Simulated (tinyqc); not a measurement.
Growth with time: grain growth, pinning, strength and diffusional creep of a polycrystal or thin film. Computed by tinyqc, a small Python program. Command: `OMP_NUM_THREADS=1 python tinyqc.py 3014018 3014019 out.jsonl grain walk`. One thread of a shared host (Intel(R) Xeon(R) Processor @ 2.30GHz), about 0.01 s of CPU time with the checks.

One mean grain size d describes the structure.

Inputs (values chosen for the exercise, modelled on nickel):

| quantity | value | unit |
|---|---|---|
| boundary energy gamma | 0.91 | J/m^2 |
| mobility prefactor M0 | 4.1e-05 | m^4/(J s) |
| activation energy of boundary motion Q_m | 1.63 | eV |
| anneal temperature T | 693 | K |
| initial grain size d0 | 46 | nm |
| particle volume fraction f | 0.011 | - |
| particle radius r | 24 | nm |

Sample: bulk.

Constants: k_B = 8.617333262e-05 eV/K.

Method. M = M0 exp(-Q_m/(k_B T)). The driving pressure is 2 gamma/d. Zener pinning pressure 3 f gamma/(2 r) stops growth at d_Z = 4 r/(3 f). The limit is d_lim = d_Z. dd/dt = 2 M gamma (1/d - 1/d_lim) integrates to 2 M gamma t = d_lim (d0 - d) + d_lim^2 ln[(d_lim - d0)/(d_lim - d)]; without pinning d^2 = d0^2 + 4 M gamma t.

limit d_lim = 2909.09 nm

mobility M = 5.73799e-17 m^4/(J s)

At T:

| t (s) | free growth (nm) | pinned growth (nm) | d/d_lim |
|---|---|---|---|
| 120 | 164.9 | 161.8 | 0.05563 |
| 410 | 296.2 | 286.3 | 0.09841 |
| 1200 | 502.7 | 474.2 | 0.16302 |
| 4100 | 926.5 | 830.9 | 0.28562 |
| 12000 | 1583.8 | 1310.4 | 0.45045 |
| 41000 | 2926.7 | 2039.0 | 0.70090 |
| 120000 | 5006.6 | 2642.3 | 0.90830 |
| 410000 | 9254.0 | 2902.3 | 0.99766 |

The apparent exponent d ln d/d ln t of the pinned growth is at most about 0.47, below the ideal 1/2, and falls to 0.076 in the last rows: pinning hides it late.
